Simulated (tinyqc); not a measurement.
Gate length: charge control and current of a heterostructure field-effect transistor. Computed by tinyqc, a small Python program. Command: `OMP_NUM_THREADS=1 python tinyqc.py 3005690 3005691 out.jsonl hemt walk`. One thread of a shared host (Intel(R) Xeon(R) Processor @ 2.30GHz), about 0.01 s of CPU time with the checks.

Two subbands in a triangular well; E_F is counted from the conduction band edge of the channel at the interface.

Inputs (values chosen for the exercise, modelled on AlGaAs/GaAs):
```
quantity,value,unit
channel mass m,0.067,m_0
permittivity eps (barrier and channel),12.1,-
barrier thickness d,21,nm
Schottky barrier phi_B,1,eV
conduction band offset dE_c,0.32,eV
delta-doping density N_d,4.8e+12,1/cm^2
gate voltage V_G,0,V
mobility mu,8600,cm^2/(V s)
saturation velocity v_s,1.4,1e7 cm/s
gate length L,1400,nm
source resistance R_S,0,ohm mm
temperature T,300,K
mixing,0.3,-
iteration cap,200,-
spacer between delta layer and channel,2.8,nm
```

Charge source: delta doping. Velocity law: smooth.

Constants: e = 1.602176634e-19 C; eps_0 = 8.8541878128e-12 F/m; k_B = 8.617333262e-05 eV/K; hbar = 1.054571817e-34 J s; m_0 = 9.1093837015e-31 kg; k_B = 1.380649e-23 J/K.

Method:
- Threshold V_T = phi_B - dE_c - e N_d (d - spacer)/(eps eps_0) (in volts); C_b = eps eps_0/d.
- Charge control: n_s = C_b (V_G - V_T - E_F/e)/e. Well: mean field F = e n_s/(2 eps eps_0), E_i = (hbar^2/2m)^(1/3) [(3 pi e F/2)(i + 3/4)]^(2/3), i = 0, 1; n_s = D k_B T sum_i ln(1 + exp((E_F - E_i)/k_B T)), D = m/(pi hbar^2), which is solved in closed form for E_F.
- Iteration from n_s = C_b (V_G - V_T)/(2e): E_F from n_s, n_out from the charge control, n_new = n_s + mixing (n_out - n_s), kept above n_s/10; stop when |n_out/n_s - 1| < 1e-9.
- C_g = e dn_s/dV_G = 1/(1/C_b + 1/C_q), 1/C_q = d(E_F/e)/d(e n_s) by a central difference of +/- 0.1 % in n_s; added distance dd = eps eps_0/C_q.
- With V = e n_s/C_g and V_c = v_s L/mu: for v = mu F/(1 + mu F/v_s), V_Dsat = V_c (sqrt(1 + 2V/V_c) - 1) and I/W = C_g v_s (V - V_Dsat); g_m = dI/dV; extrinsic g_m/(1 + g_m R_S); f_T = g_m/(2 pi C_g L).

sheet density n_s = 1.54256e+12 1/cm^2

gate capacitance C_g = 0.404030 microfarad/cm^2

V = 0.611701 V

Scaling; the last columns are v_s/(2 pi L) and mu V/(2 pi L^2):
```
L (nm),I/W (mA/mm),g_m (mS/mm),extrinsic g_m (mS/mm),f_T (GHz),velocity limit (GHz),mobility limit (GHz)
30,304.96,529.97,529.97,6.9589e+02,742.72,9.3028e+04
60,289.45,515.30,515.30,3.3831e+02,371.36,2.3257e+04
120,268.91,494.73,494.73,1.6240e+02,185.68,5.8143e+03
250,240.73,464.15,464.15,7.3135e+01,89.13,1.3396e+03
500,207.71,424.37,424.37,3.3433e+01,44.56,3.3490e+02
1000,169.38,371.80,371.80,1.4646e+01,22.28,8.3726e+01
2000,128.47,306.31,306.31,6.0332e+00,11.14,2.0931e+01
5000,78.00,208.12,208.12,1.6396e+00,4.46,3.3490e+00
```

What follows from these numbers?

f_T scales as L^-1.04 at the short end and L^-1.42 at the long end; the two limits cross at L = mu V/v_s = 3760 nm. g_m tends to C_g v_s = 566 mS/mm. Fringe capacitances and short-channel effects, left out, lower f_T once L is below about ten barrier thicknesses.

Extremes, crossings and ranges named in words are read from the listed rows.
